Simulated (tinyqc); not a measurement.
Plain band against climbing image: nudged elastic band on a two-dimensional model surface. Computed by tinyqc, a small Python program. Command: `OMP_NUM_THREADS=1 python tinyqc.py 3005517 3005518 out.jsonl neb walk`. One thread of a shared host (Intel(R) Xeon(R) Processor @ 2.30GHz), about 0.1 s of CPU time with the checks.

V(x, y) = -A (cos kx + cos ky) - B cos kx cos ky + (C sin ky + S sin kx)(1 - cos kx), k = 2 pi/a; the atom hops from the minimum at (0, 0) to that at (a, 0).

Inputs (values chosen for the exercise, for a model surface):
```
quantity             value           unit
amplitude A            0.4             eV
amplitude B          0.091             eV
skew C                0.12             eV
asymmetry S          0.094             eV
period a               2.6       angstrom
spring constant k_s   0.82  eV/angstrom^2
step factor eta       0.14  angstrom^2/eV
```

Surface: adatom on a square lattice. Climbing image: on.

Method:
- Newton steps x(new) = x - H^-1 grad V (moves limited to 0.3 angstrom) from (0, 0), (a, 0) and (a/2, 0) give the two minima and the saddle.
- Tangent at image i: towards the higher neighbour if the energies rise or fall through i; at a maximum or minimum, tau = t+ dmax + t- dmin if V(i+1) > V(i-1), else t+ dmin + t- dmax, with t+ = R(i+1) - R(i), t- = R(i) - R(i-1) and dmax, dmin the larger and smaller of |V(i+1) - V(i)| and |V(i-1) - V(i)|; then normalise. Force F = -grad V + (grad V.tau) tau + k_s (|t+| - |t-|) tau.
- With a climbing image, the highest image feels instead F = -grad V + 2 (grad V.tau) tau and no spring.
- Update R(new) = R + eta F; the end points stay fixed.
- Images are counted without the end points, and convergence is judged on the largest force on an image. Each run starts on the straight line with the same k_s and eta, for at most 1500 iterations; errors are against the Newton saddle; a dash marks a run that did not reach 1e-4 eV/angstrom.

positions (angstrom):
```
              x         y
start   0.00000   0.00000
end     2.60000   0.00000
saddle  1.13809  -0.26123
```

energies (eV): start -0.891000, end -0.891000, saddle 0.047468

barrier from the start = 0.938468 eV

Error of the highest image (meV) and iterations:
```
images  plain, error  plain, iterations  climbing, error  climbing, iterations
2           -130.983                 23                0                    33
3            -38.311                 27                0                    33
4            -18.335                 30                0                    52
5            -38.160                 40                0                    58
6             -1.415                 50                0                    55
8             -0.259                 71                0                    93
10            -2.488                 95                0                   144
```

The plain band underestimates the barrier by 0.26 to 130.98 meV, depending on how near an image falls to the saddle (worst for 2 images, best for 8). The climbing image is within about 0.001 meV in every converged run, so few images suffice for the barrier.

Extremes, crossings and ranges named in words are read from the listed rows.
